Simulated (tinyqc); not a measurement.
From results back to parameters: shallow acceptor in the spherical four-band model. Two cases, with inputs chosen for the exercise.

Problem. The binding energy of the ground state was computed from a hidden mu.

The ground state 1S3/2 has an L = 0 part f(r) and an L = 2 part g(r). In units of Ry* and a*, with Gaussians f_i = exp(-a_i r^2), g_i = r^2 exp(-a_i r^2), A = a_i + a_j and I(n) = Gamma((n + 1)/2)/(2 A^((n + 1)/2)): S_ff = I(2), S_gg = I(6), H_ff = (6 a_i a_j/A) I(2) - 2 I(1), H_gg = (14 a_i a_j/A) I(6) - 2 I(5), H_fg = -mu [15 I(2) - 20 a_j I(4) + 4 a_j^2 I(6)]; each function is then normalised. The split-off band is left out.

Converged values use 22 exponents 2.2^i, i = -7 to 14, for f and for g.

Find: binding in Ry*; mu; heavy/light mass ratio (1 + mu)/(1 - mu).

Method. The binding in Ry* rises steadily with mu, so bisection finds one value.

Case 1.

Ry* = 10.788 meV
binding energy = 23.561 meV

Solution.

binding in Ry* = 2.184
mu = 0.755
heavy/light mass ratio (1 + mu)/(1 - mu) = 7.2

Case 2.

Ry* = 11.897 meV
binding energy = 24.583 meV

Solution.

binding in Ry* = 2.066
mu = 0.738
heavy/light mass ratio (1 + mu)/(1 - mu) = 6.6

Computed by tinyqc, one run a case: `OMP_NUM_THREADS=1 python tinyqc.py N N+1 out.jsonl` with N = 1251652, 1251654; one thread of a shared Intel(R) Xeon(R) Processor @ 2.30GHz, about 0.03 s a run at most.
